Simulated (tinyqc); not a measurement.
Comparisons within one model: polytypes by hexagonality, and a cubic inclusion as a quantum well. A value that a table varies takes the place of the one given here.

Gap: E3 + (E2 - E3) h. Valence top Ev2 h and polarisation P2 h, both counted from 3C; Ec = Ev + gap.

A cubic inclusion of width L = N d in the host (h = 1) is a well of depth V = Ec(host) - Ec(3C). Square well with mass mismatch: k tan(k L/2) = (m_w/m_b) q, k = sqrt(m_w E/c), q = sqrt(m_b (V - E)/c), c = hbar^2/2m0, lowest root. The depth of the level, V - E, is its binding, and the transition to the valence top of the host is gap(host) - (V - E). The step in polarisation gives a field |F| = |P|/(eps eps0) in a thin inclusion, eps0 = 8.8541878e-12 F/m.

Constants: hbar^2/2m0 = 3.80998211 eV angstrom^2.

Values chosen for the exercise (of the order of those of InP; shifted at random, so the results belong to these values and not to a real crystal): E3 = 1.419 eV (gap of the cubic polytype); E2 = 1.503 eV (gap of 2H); Ev2 = 0.04 eV (valence top of 2H above that of 3C); P2 = -0.0017 C/m^2 (spontaneous polarisation of 2H); m = (0.085, 0.077) m0 (electron mass along c in the cubic layer and in the host); d = 3.395 angstrom (thickness of a double layer); eps = 12.7 (dielectric constant); N = 24 (double layers in the cubic inclusion).

## Width of the inclusion

Without the field: square well. With it, the potential inside is |F| (z - L/2), the host conduction edge lies at V - |F| L/2 on one side and V + |F| L/2 on the other, and the lowest level E_F is found by finite differences (step 0.25 angstrom, wide box, good to about 1 meV). Holes sit in the host on the high side, so the transition is gap(host) - V + E_F - |F| L/2. A dash: bound by less than 2 meV or not at all.

Results:
```
N   L (angstrom)  depth (eV)  transition (eV)  depth below the low side, with field (eV)  transition with field (eV)
2           6.79       0.003            1.500                                          -                           -
4          13.58       0.013            1.490                                      0.004                       1.478
6          20.37       0.024            1.479                                      0.012                       1.461
10         33.95       0.048            1.455                                      0.026                       1.425
15         50.92       0.071            1.432                                      0.038                       1.388
20         67.90       0.085            1.418                                      0.043                       1.357
30        101.85       0.101            1.402                                      0.046                       1.303
```

What does this show, and why?

The square well binds a level even at N = 2 (3 meV), as any symmetric one-dimensional well does; the depth grows to 101 of 124 meV, and the transition tends to E3 - Ev(host) = 1.379 eV. With the field the level is bound by 2 meV or more for N = 4, 6, 10, 15, 20 and 30, and the transition is lowered by 12 meV at N = 4 and 99 meV at N = 30, where |F| L/2 = 77 meV. Free carriers or surface charge screen the field and the step between the two sides; with the field removed every row returns to its square-well depth, and the attraction to the hole, left out here, binds the electron further.

## What each parameter does

Well depth, depth of the level, transition without the field and field. Each row changes one parameter from the base and keeps the others.

Results:
```
case                   V (eV)  depth (eV)  transition (eV)  |F| (MV/cm)
base                   0.1240      0.0931           1.4099        0.151
N = 25                 0.1240      0.0947           1.4083        0.151
Ev2 = 0.07 eV          0.1540      0.1208           1.3822        0.151
E3 = 1.399 eV          0.1440      0.1115           1.3915        0.151
E2 = 1.533 eV          0.1540      0.1208           1.4122        0.151
P2 = -0.0022 C/m^2     0.1240      0.0931           1.4099        0.196
eps = 13.7             0.1240      0.0931           1.4099        0.140
m = (0.102, 0.077) m0  0.1240      0.0954           1.4076        0.151
```

How do the results move?

The largest shifts from the base row, up to three for each result and ties (the steps differ in size, so this ranks the rows, not the parameters). V (eV): Ev2 +0.0300, E2 +0.0300, E3 +0.0200; unchanged at the printed digits by N, P2, eps and m. depth (eV): Ev2 +0.0277, E2 +0.0277, E3 +0.0184; unchanged at the printed digits by P2 and eps. transition (eV): Ev2 -0.0277, E3 -0.0184, m -0.0023, E2 +0.0023; unchanged at the printed digits by P2 and eps. |F| (MV/cm): P2 +0.044, eps -0.011; unchanged at the printed digits by N, Ev2, E3, E2 and m.

Run: tinyqc, `OMP_NUM_THREADS=1 python tinyqc.py 1880715 1880716 out.jsonl`; Intel(R) Xeon(R) Processor @ 2.30GHz, one thread, shared host; about 0.06 s of CPU time with all checks.
